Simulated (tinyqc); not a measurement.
Octagonal on-chip spiral inductor, lumped pi model: quality factor against frequency.

Outer diameter do = di + 2 n wd + 2 (n - 1) sp, mean da = (do + di)/2, fill p = (do - di)/(do + di), length l = 3.314 n da. L = 2.25 mu0 n^2 da/(1 + 3.55 p), mu0 = 4 pi 1e-7 H/m. Rs = rho l/(wd delta (1 - exp(-th/delta))), delta = sqrt(rho/(pi f mu0)). Cs = n wd^2 eps0 eo/hu across the coil. At each end Cox = l wd eps0 eo/(2 ho) leads to the substrate branch Rsi = 2 rs he/(l wd) in parallel with Csi = l wd eps0 11.7/(2 he). With one end grounded Y = 1/(Rs + i w L) + i w Cs + 1/[1/(i w Cox) + 1/(1/Rsi + i w Csi)], w = 2 pi f; Q = -Im Y/Re Y. Eddy currents in neighbouring turns and in the substrate are left out.

Apparent inductance Im(1/Y)/w; share of the loss Re(substrate branch)/Re Y.

Values chosen for this exercise; values of the order met in silicon radio-frequency processes:
- n = 1.5 (number of turns)
- wd = 20 um (line width)
- sp = 3 um (space between turns)
- di = 80 um (inner diameter)
- th = 3 um (metal thickness)
- rho = 2.2 uohm cm (metal resistivity)
- ho = 4.2 um (oxide below the coil)
- hu = 1.3 um (oxide between coil and underpass)
- eo = 3 (relative permittivity of the oxide)
- rs = 100 ohm cm (substrate resistivity)
- he = 50 um (effective spreading depth in the substrate)

Constants: eps0 = 8.8541878128e-12 F/m. Results are converted to the units shown.

Result of one run:
```
Rs (ohm),w L/Rs,Q,apparent inductance (nH),loss in the substrate (%)
0.4780,12.10,12.03,0.3548,0.4323
```

Which frequency f gave this result: 2.6, 4.3, 7 or 19 GHz?

f = 2.6 GHz.

The whole series:
```
f (GHz),Rs (ohm),w L/Rs,Q,apparent inductance (nH),loss in the substrate (%)
0.97,0.3563,6.058,6.052,0.3542,0.07324
1.6,0.4086,8.714,8.691,0.3544,0.1868
2.6,0.4780,12.10,12.03,0.3548,0.4323
4.3,0.5769,16.58,16.33,0.3561,0.9842
7,0.7079,22.00,21.23,0.3593,2.108
11,0.8694,28.15,26.03,0.3671,4.154
19,1.130,37.41,30.43,0.3958,9.050
30,1.416,47.15,28.99,0.4804,16.53
50,1.826,60.91,11.48,1.308,29.89
```

Q goes from 6.05 through a maximum of 30.4 (at f = 19 GHz among the rows listed) to 11.5; the exact peak is 30.8 at 22.2 GHz and Q reaches zero at the self-resonance, 58.5 GHz. The share of the substrate rises from 0.0732 to 29.9 %, and the apparent inductance ends at 3.69 times L. At the peak the substrate takes 11.2 % of the loss. For f = 50 the coil is longer than 0.15 of a wavelength in the oxide, where one lumped section is rough.

Program tinyqc, `OMP_NUM_THREADS=1 python tinyqc.py 2302131 2302132 out.jsonl`; Intel Xeon 2.30GHz, shared host, one thread, about 0.01 s.
